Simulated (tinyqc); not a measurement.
Haynes-Shockley experiment: drift, diffusion and decay of a minority-carrier pulse: one step, computed by the program tinyqc. Command: `OMP_NUM_THREADS=1 python tinyqc.py 3111814 3111815 out.jsonl haynes walk`. One thread of a shared host (Intel(R) Xeon(R) Processor @ 2.30GHz), about 0.01 s of CPU time with the checks.

A thin sheet of excess carriers is made at x = 0, t = 0 in a long uniform bar; injection is low, so the pulse moves with the minority mobility.

Problem. Two distances. dn(x, t) = N0/sqrt(4 pi D t) exp(-(x - v t)^2/(4 D t) - t/tau). At fixed x the signal peaks where d ln(dn)/dt = 0: a t^2 + t/2 - x^2/(4 D) = 0 with a = v^2/(4 D) + 1/tau. Differences remove part of the bias: mu = (d2 - d)/(F (t_p2 - t_p)). The time-integrated signal is A(x) = (N0/u) exp(x (v - u)/(2 D)), u = sqrt(v^2 + 4 D/tau); the simple lifetime is tau = (t_p2 - t_p)/ln(A(d)/A(d2)).

Inputs (values chosen for the exercise, modelled on electrons in p-type germanium in a lightly doped bar): lifetime tau = 250 microsecond; temperature T = 300 K; field F = 5.8 V/cm; distance d to the collector = 0.5 cm; second distance d2 = 0.86 cm.

drift velocity v = 25346 cm/s

D = 112.9732 cm^2/s

time of the peak t_p = 19.52470 microsecond

Give: t_p2; mobility from two distances; area ratio A(d)/A(d2); lifetime from areas.

Solution.

t_p2 = 33.71 microsecond

mobility from two distances = 4376 cm^2/(V s)

area ratio A(d)/A(d2) = 1.058

lifetime from areas = 249.8 microsecond
